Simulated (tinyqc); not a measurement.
Inside a calculation: donor level screened by free carriers (Yukawa potential). Values are carried at full precision from step to step, so a last printed digit may differ when a step is redone from the rounded ones.

Screening wave number: Debye ks^2 = 4 pi q n/(eps kB T); Thomas-Fermi ks^2 = 6 pi q n/(eps EF) with EF = c (3 pi^2 n/gv)^(2/3)/m, c = hbar^2/2m0; the two are joined by 1/ks^2 = sqrt(1/ks_D^4 + 1/ks_TF^4). 1e18/cm^3 = 1e-6/angstrom^3, q = e^2/(4 pi eps0).

Constants: e^2/(4 pi eps0) = 14.39964547 eV angstrom; kB = 8.617333262e-05 eV/K; hbar^2/2m0 = 3.80998211 eV angstrom^2; Ry = 13.60569312 eV; a0 (Bohr radius) = 0.5291772105 angstrom.

Parameters, chosen for this exercise (near those of a donor in 4H SiC, with one mean mass; the results hold for these values, not for the real material): m = 0.385 m0 (mass); eps = 9.7 (dielectric constant); gv = 3 (valleys); T = 77 K (temperature); n = 0.17 x 1e18/cm^3 (free-carrier density).

## Units and screening length

Give Ry* = Ry m/eps^2, a* = a0 eps/m, EF, the three values of ks, and x = ks a*.

Ry* = 55.672 meV
a* = 13.33 angstrom
EF = 1.40 meV

ks: Debye, Thomas-Fermi, joined (1/angstrom): 0.02186  0.05835  0.02176

x = 0.2901

EF/kB T = 0.21, so the Debye value, the smaller one, controls the screening. n is an outside input: with a bare binding above 3 kB T many donors can hold their electrons at this temperature, the more so the higher n/Nc.

## One-parameter trial function

Potential -(q/(eps r)) exp(-ks r), q = e^2/(4 pi eps0). In units Ry* = Ry m/eps^2 and a* = a0 eps/m the problem is [-Laplacian - 2 exp(-x r)/r] psi = E psi with x = ks a*.

For exp(-z r): E(z) = z^2 - 8 z^3/(2z + x)^2 in Ry*. Scan z = 0.5, 0.6, ..., 1.1, then minimise; first order gives -1 + 2x.

Scan (Ry*):
```
z    kinetic  potential        E
0.5   0.2500    -0.6009  -0.3509
0.6   0.3600    -0.7783  -0.4183
0.7   0.4900    -0.9607  -0.4707
0.8   0.6400    -1.1466  -0.5066
0.9   0.8100    -1.3351  -0.5251
1.0   1.0000    -1.5255  -0.5255
1.1   1.2100    -1.7173  -0.5073
```

best z = 0.952
E = -0.5276 Ry*
binding = 29.37 meV

First order in x would give -0.420 Ry*, a rigid shift by q ks/eps; it overstates the loss of binding by 0.108 Ry*.

## Converged levels

Converged values use 18 functions exp(-z r), z = 1.55^i, i = -11 to 6: S = 2/A^3, H = z_i z_j S - 2/(A + x)^2, A = z_i + z_j.

The 1s and 2s levels and the mean radius.

1s = -0.5281 Ry*
binding = 29.40 meV
<r> = 21.3 angstrom
second root = -0.0007 Ry*

The trial function misses by 0.0006 Ry*. Screening leaves 53 % of the bare binding, 4.43 kB T. 2s is still bound.

## Checks

- 1s at x = 0.5 against the known -0.29623 Ry*: both -0.29623.
- 1s at x = 0 against -1: both -1.00000.

tinyqc: `OMP_NUM_THREADS=1 python tinyqc.py 1280378 1280379 out.jsonl`; about 0.01 s, one thread, shared Intel(R) Xeon(R) Processor @ 2.30GHz.
